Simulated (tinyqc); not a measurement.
# Programming of a floating-gate cell by Fowler-Nordheim tunnelling: threshold shift against time

Per tunnel area the floating gate has Ctun = 3.9 eps0/tox to the channel (0 V) and Ccg to the control gate, Ct = Ctun/(1 - ag), no other coupling. With the threshold shift U = -Q/Ccg the field is F = ag (Vg - U)/tox, and dU/dt = J/Ccg. Fowler-Nordheim: J = A F^2 exp(-B/F), A = q^2/(16 pi^2 hbar mo phi) (times 1e14 for A/cm^2 with F in V/nm, emitter mass m0), B = (4/3) sqrt(mo/C) phi^1.5, C = hbar^2/(2 m0).

Exact: exp(B/F(t)) = exp(B/F(0)) + K t, K = A B ag/(Ccg tox), and U = Vg - tox F/ag.

Values chosen for this exercise; oxide values close to those of silicon dioxide:

| symbol | value | unit | meaning |
|---|---|---|---|
| phi | 3.09 | eV | tunnel barrier |
| mo | 0.45 | m0 | tunnelling mass |
| tox | 9.7 | nm | tunnel oxide thickness |
| ag | 0.64 |  | coupling ratio Ccg/Ct |
| Vt0 | -2.9 | V | threshold shift at the start |
| Vg | 13.9 | V | control-gate voltage |

Constants: q = 1.602176634e-19 C, hbar = 1.054571817e-34 J s, m0 = 9.1093837015e-31 kg, eps0 = 8.8541878128e-14 F/cm where lengths are in cm, hbar^2/(2 m0) = 0.0380998212 eV nm^2. Results are converted to the units shown.

Result of one run:

| t (s) | F (V/nm) | J (A/cm^2) | U (V) | dU/dlog10 t (V) |
|---|---|---|---|---|
| 7.1e-7 | 1.1067 | 0.023201 | -2.8735 | 0.059934 |

What becomes of these results when the time t is changed from 7.1e-7 to 0.0062 s, all else the same?

Result of the changed run:

| t (s) | F (V/nm) | J (A/cm^2) | U (V) | dU/dlog10 t (V) |
|---|---|---|---|---|
| 0.0062 | 0.88222 | 4.8226e-5 | 0.52887 | 1.0878 |

The whole series:

| t (s) | F (V/nm) | J (A/cm^2) | U (V) | dU/dlog10 t (V) |
|---|---|---|---|---|
| 7.1e-7 | 1.1067 | 0.023201 | -2.8735 | 0.059934 |
| 4.3e-6 | 1.0988 | 0.019439 | -2.7531 | 0.30412 |
| 2.7e-5 | 1.0673 | 0.0094143 | -2.2768 | 0.92480 |
| 0.00016 | 1.0090 | 0.0021841 | -1.3924 | 1.2714 |
| 0.001 | 0.94264 | 3.3584e-4 | -0.38683 | 1.2219 |
| 0.0062 | 0.88222 | 4.8226e-5 | 0.52887 | 1.0878 |
| 0.038 | 0.82902 | 6.9665e-6 | 1.3352 | 0.96315 |
| 0.23 | 0.78213 | 1.0249e-6 | 2.0459 | 0.85764 |
| 1.4 | 0.74012 | 1.5079e-7 | 2.6825 | 0.76805 |

U rises from -2.87 to 2.68 V, while J falls by 5.19 decades, at the end as t^(-1.06). Well past t0 = 1.96e-5 s the stored charge chokes the field and U gains only 0.768 V a decade.

Range of the model: Programming fields of 10 MV/cm and more wear the oxide; trapping and the channel potential are ignored.

Computed by the program tinyqc: `OMP_NUM_THREADS=1 python tinyqc.py 2130126 2130127 out.jsonl`, one thread of a shared Intel Xeon 2.30GHz, about 0.02 s for the whole run.
